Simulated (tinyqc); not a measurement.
Trench capacitor in an array: capacitance, non-linearity, leakage and relaxation: one step of the calculation.

A film between two metal electrodes, each interface adding a series capacitance ci. The small-signal permittivity is ek (1 + aq E^2); the field is found with the linear permittivity. Leakage J = J0 sinh(E/Ef). After a voltage step the film passes a relaxation current kr C V tt^(-nr), tt being the time in seconds. The sidewall is a coaxial capacitor with radii a = dm/2 - t and b = dm/2, depth AR dm; the end face is left out.

Question. Cell capacitance, fields and time constant. Per length 1/c = ln(b/a)/(2 pi eps0 ek) + (1/a + 1/b)/(2 pi ci); cell capacitance c AR dm; per footprint over pt^2; fields c V/(2 pi eps0 ek r) at r = a and b; resistance of the inner electrode rho AR dm/(pi a^2); time constant R C/3 of the distributed line.

Values chosen for this exercise; permittivity of the order of that of strontium titanate:
```
symbol  value     unit                                                             meaning
ek        145                                            relative permittivity of the film
t         7.3       nm                                                      film thickness
ci        140  uF/cm^2  capacitance of each electrode interface (dead layer and screening)
V         1.5        V                                                                bias
dm         74       nm                                                diameter of the hole
AR         70                                            aspect ratio, depth over diameter
pt        140       nm                                           pitch of the square array
rho      1500  uohm cm                                  resistivity of the inner electrode
```

Constants: eps0 = 8.8541878128e-14 F/cm where lengths are in cm. Results are converted to the units shown.

Wanted: a; b; cell capacitance; capacitance per footprint; field at a; field at b; R; R C/3.

Answer.

a = 29.70 nm
b = 37.00 nm
cell capacitance = 151.7 fF
capacitance per footprint = 774.0 uF/cm^2
field at a = 1.834 MV/cm
field at b = 1.472 MV/cm
R = 28.04 kohm
R C/3 = 1418 ps

The array gives 55.1 times the planar capacitance per footprint; curvature makes the field at the inner electrode 1.12 times the planar value.

Computed by the program tinyqc: `OMP_NUM_THREADS=1 python tinyqc.py 2102046 2102047 out.jsonl`, one thread of a shared Intel Xeon 2.30GHz, about 0.01 s for the whole run.
